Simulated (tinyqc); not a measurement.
p-n diode with diffusion and depletion-layer recombination: one step of the calculation.

Abrupt junction in the depletion approximation, low injection, full ionisation, neutral widths fixed, ohmic contact on the p side. Vj is the junction voltage; where a series resistance Rs is given, V = Vj + J Rs is the terminal voltage.

Task. New Vj. Diffusion current alone: J = J0 (exp(Vj/Vt) - 1), g = Vj + J Rs - V, g' = 1 + Rs J0 exp(Vj/Vt)/Vt, Vj(new) = Vj - g/g'.

Parameters, values chosen for the exercise; band and dielectric values close to those of silicon: temperature T = 273 K; series resistance Rs = 0.0018 ohm cm^2; terminal voltage V = 1.02 V.

Constants: q = 1.602176634e-19 C, kB = 1.380649e-23 J/K, Vt = kB T/q. Results are converted to the units shown.

Vj after iteration 1 = 1.0199645 V
J0 = J0n + J0p = 3.3405906e-13 A/cm^2

Wanted: J; g; g'; Vj after iteration 2.

Result.

J = 2.255e6 A/cm^2
g = 4059 V
g' = 1.725e5
Vj after iteration 2 = 0.9964 V

Numbers from tinyqc (`OMP_NUM_THREADS=1 python tinyqc.py 2260018 2260019 out.jsonl`; about 0.01 s on one thread of a shared Intel Xeon 2.30GHz).
